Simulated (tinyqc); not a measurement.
Vertical double-diffused power MOSFET, components of the on-resistance: two steps of the calculation.

Stripe cells of pitch Wp + a, two channels a cell. Current flows through the channels, spreads in the accumulation layer, passes the gap between the p bodies and spreads at 45 degrees into the drift layer below them. Low drain voltage, full ionisation.

Values chosen for this exercise; bulk values close to those of 4H silicon carbide:

| symbol | value | unit | meaning |
|---|---|---|---|
| T | 300 | K | temperature |
| eps_r | 9.96 |  | relative permittivity |
| Kc | 22600 | V/cm per (cm^-3)^(1/8) | critical-field constant |
| BV | 900 | V | rated breakdown voltage of the drift layer |
| mud | 817 | cm^2/(V s) | drift mobility at 300 K |
| bt | 2.5 |  | temperature exponent of the drift mobility |
| tox | 59 | nm | gate oxide thickness (eps_r 3.9) |
| Vov | 11 | V | gate overdrive |
| mch | 15 | cm^2/(V s) | channel mobility |
| mac | 57 | cm^2/(V s) | accumulation-layer mobility |
| Lc | 0.4 | um | channel length |
| Wp | 3 | um | width of the p body in one cell, channels included |
| a | 4.5 | um | gap between neighbouring p bodies |
| xp | 0.6 | um | depth of the p body |
| Nj | 1 |  | doping of the gap over the drift doping |
| Vbi | 2.98 | V | built-in voltage of the body junction |
| Rs | 0.16 | mohm cm^2 | substrate and contact resistance |

Constants: q = 1.602176634e-19 C, eps0 = 8.8541878128e-14 F/cm where lengths are in cm. Results are converted to the units shown.

Question 1. Drift layer. Triangular field at breakdown with Ec = Kc N^(1/8): BV = eps0 eps_r Ec^2/(2 q N), so N = (eps0 eps_r Kc^2/(2 q BV))^(4/3); W = 2 BV/Ec; mu = mud (T/300 K)^(-bt); rho = 1/(q mu N); ideal resistance rho W.

Give: N; Ec; W; mu; rho; ideal resistance.

Answer 1.

N = 1.812e16 cm^-3
Ec = 2.434 MV/cm
W = 7.394 um
mu = 817.0 cm^2/(V s)
rho = 0.4216 ohm cm
ideal resistance = 0.3117 mohm cm^2

Question 2. Components of the on-resistance. Pitch p = Wp + a, Cox = 3.9 eps0/tox; zero-bias depletion in the gap w0 = sqrt(2 eps0 eps_r Vbi/(q N Nj)), open gap g = a - 2 w0; R_ch = Lc p/(2 mch Cox Vov); R_acc = 0.6 a p/(4 mac Cox Vov), 0.6 being an empirical factor for current leaving the layer along its length; R_gap = (rho/Nj) xp p/g; spreading depth t = min(W, (p - g)/2); R_drift = (rho p/2) ln((g + 2 t)/g) + rho (W - t); R_on = the sum with Rs.

N = 1.8121302e16 cm^-3
W = 7.3941863 um
mu = 817 cm^2/(V s)
rho = 0.42157821 ohm cm

Wanted: w0; g; components; R_on; shares.

Answer 2.

w0 = 0.4255 um
g = 3.649 um
components (mohm cm^2): channel 1.553, accumulation 1.380, gap 0.05199, drift 0.3444, substrate 0.1600
R_on = 3.489 mohm cm^2
shares (%): channel 44.52, accumulation 39.54, gap 1.49, drift 9.87, substrate 4.59

The channel term is the largest. R_on is 11.2 times the ideal drift resistance, and spreading raises the drift term to 1.10 times it.

tinyqc, about 0.01 s, one thread, Intel Xeon 2.30GHz (shared host): `OMP_NUM_THREADS=1 python tinyqc.py 2230069 2230070 out.jsonl`
